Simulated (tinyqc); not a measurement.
Worked calculation: donors on two lattice sites with valley-orbit split states. Values are carried at full precision from step to step, so a last printed digit may differ when a step is redone from the rounded ones.

Each donor binds at most one electron, in any of its states. For a site s, W_s = sum over its states of g exp(E/kT), and the ionised share is 1/(1 + W_s exp(eta)), eta = (EF - Ec)/kT; n = Nc F_1/2(eta); neutrality n + NA = ND x (mean ionised share, the two sites in equal numbers); holes are neglected. Nc from N = 2 (m kB T/(4 pi c))^(3/2) with c = hbar^2/2m0, in 1/angstrom^3; times 1e24 for 1/cm^3, m = md. F_j(eta) = (1/Gamma(j + 1)) integral_0^infinity x^j dx/(1 + exp(x - eta)), which tends to exp(eta) for eta << 0.

Constants: hbar^2/2m0 = 3.80998211 eV angstrom^2; kB = 8.617333262e-05 eV/K.

Parameters, chosen for this exercise (near those of nitrogen in 4H-SiC; not measured data): md = 0.806 m0 (density-of-states mass of the conduction band); E = (62.6, 54.4, 119.6, 78.7) meV (binding energies of h ground, h excited, k ground, k excited); g = (2, 4, 2, 4) (their degeneracies with spin); T = 225 K; ND = 1.8e+16 1/cm^3 (donors, half on each site); NA = 1.4e+15 1/cm^3 (compensating acceptors, all ionised); mu0 = 40 cm^2/(V s) (mobility at heavy doping); mu1 = 950 cm^2/(V s) (mobility at light doping and 300 K); Nr = 1.9e+17 1/cm^3 (reference doping); de = 0.61 (doping exponent); ga = 2.4 (temperature exponent).

## Partition sums of the neutral donor

Give each term g exp(E/kT), W_s, and the effective degeneracy W_s exp(-E_ground/kT).

Nc = 1.1794e+19 1/cm^3

terms: h ground 50.49, h excited 66.16, k ground 954.9, k excited 231.7

W_s: h 116.65, k 1186.6

effective degeneracy: h 4.621, k 2.485

The ground state alone would give 2 and all states together 6 on each site; here the excited states hold 57 % and 20 % of the bound electrons on the h and k sites.

## Neutrality

Solve for eta.

eta = -6.978
n = 1.10e+16 1/cm^3

ionised share: h 0.902, k 0.475

n is 0.662 of ND - NA. The deeper k site is ionised 0.53 times as much as the h site.

## Mobility and resistivity

Mobility (Caughey-Thomas form): mu = mu0 + (mu1 (T/300)^(-ga) - mu0)/(1 + ((ND + NA)/Nr)^de); rho = 1/(e n mu), e = 1.602176634e-19 C.

Compare with full ionisation, n = ND - NA.

mu = 1525.5 cm^2/(V s)
rho = 0.372 ohm cm
rho at full ionisation = 0.246 ohm cm

Incomplete ionisation raises rho by a factor 1.51.

## Checks

- n + NA against ND times the mean ionised share (1/cm^3): both 1.239e+16.

Computed by tinyqc, a small Python program: `OMP_NUM_THREADS=1 python tinyqc.py 1650855 1650856 out.jsonl` (the numbers bound the seed that draws the inputs); one thread of a shared host (Intel(R) Xeon(R) Processor @ 2.30GHz), about 0.01 s for the whole set of steps.
